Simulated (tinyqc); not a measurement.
Long-channel MOSFET, surface-potential model: effect of the temperature.

n-channel transistor on a uniformly doped p-type body, gradual-channel approximation, constant mobility, Boltzmann statistics, full ionisation. Potentials are counted from the neutral body; V is the electron quasi-Fermi potential, Vsb at the source and Vsb + Vds at the drain. Charges are magnitudes per area.

Nc and Nv are given at 400 K and scale as (T/400 K)^1.5; Eg, Vfb and mu are held fixed. ni = sqrt(Nc Nv) exp(-Eg/(2 Vt)), Eg in volts; phiF = Vt ln(Na/ni); Cox = eps0 eox/tox; gamma = sqrt(2 q eps0 eps_r Na)/Cox. The surface potential psi at channel potential V solves Vgs + Vsb - Vfb - psi = gamma sqrt(G), G = psi - Vt + Vt exp((psi - 2 phiF - V)/Vt). Charge sheet: Qi = Cox gamma [sqrt(G) - sqrt(psi - Vt)]; I = mu (W/L) [integral of Qi dpsi from psi_0 to psi_L (drift) + Vt (Qi0 - QiL) (diffusion)], with psi_0 at V = Vsb and psi_L at V = Vsb + Vds. VT = Vfb + 2 phiF + gamma sqrt(2 phiF + Vsb), m = 1 + gamma/(2 sqrt(2 phiF + Vsb)). The swing is 20 mV/log10[I(VT - 0.14 V)/I(VT - 0.16 V)] of the charge-sheet current at the given Vds.

Inputs (values chosen for the exercise); material values close to those of silicon:
- Eg = 1.12 eV (band gap)
- eps_r = 11.7 (relative permittivity of the semiconductor)
- Nc = 4.26e19 cm^-3 (conduction-band density of states at the reference temperature)
- Nv = 4.13e19 cm^-3 (valence-band density of states at the reference temperature)
- Na = 4.7e16 cm^-3 (acceptor density of the body)
- eox = 4.07 (relative permittivity of the gate insulator)
- tox = 26 nm (insulator thickness)
- Vfb = -0.95 V (flat-band voltage)
- mu = 590 cm^2/(V s) (channel mobility)
- W = 2 um (gate width)
- L = 0.5 um (gate length)
- Vsb = 2 V (source-body reverse bias)
- Vgs = 1.32 V (gate-source voltage)
- Vds = 1.2 V (drain-source voltage)

Constants: q = 1.602176634e-19 C, kB = 1.380649e-23 J/K, Vt = kB T/q, eps0 = 8.8541878128e-14 F/cm where lengths are in cm. Results are converted to the units shown.

The same in every row: gamma (V^0.5) = 0.9012.

Effect of the temperature:

| T (K) | VT (V) | m | swing (mV/decade) | I at Vgs, Vds (uA) |
|---|---|---|---|---|
| 220 | 1.480 | 1.265 | 55.69 | 5.048e-5 |
| 250 | 1.431 | 1.267 | 63.44 | 8.747e-4 |
| 280 | 1.381 | 1.268 | 71.24 | 0.008651 |
| 310 | 1.329 | 1.270 | 79.11 | 0.05455 |
| 340 | 1.277 | 1.272 | 87.04 | 0.2264 |
| 370 | 1.223 | 1.275 | 95.05 | 0.6528 |
| 400 | 1.169 | 1.277 | 103.1 | 1.444 |

As T goes from 220 to 400 K, VT falls from 1.48 to 1.17 V, the swing rises from 55.7 to 103 mV a decade and the current rises from 5.05e-5 to 1.44 uA. The swing is 0.87 % above m Vt ln 10 in the first row and 1.8 % above it in the last. The gate voltage is below VT in 4 of the 7 rows. In every row the mobility is held fixed, though a real channel mobility changes with T and would alter the trend of the current.

Computed by the program tinyqc: `OMP_NUM_THREADS=1 python tinyqc.py 2360073 2360074 out.jsonl`, one thread of a shared Intel Xeon 2.30GHz, about 0.06 s for the whole run.
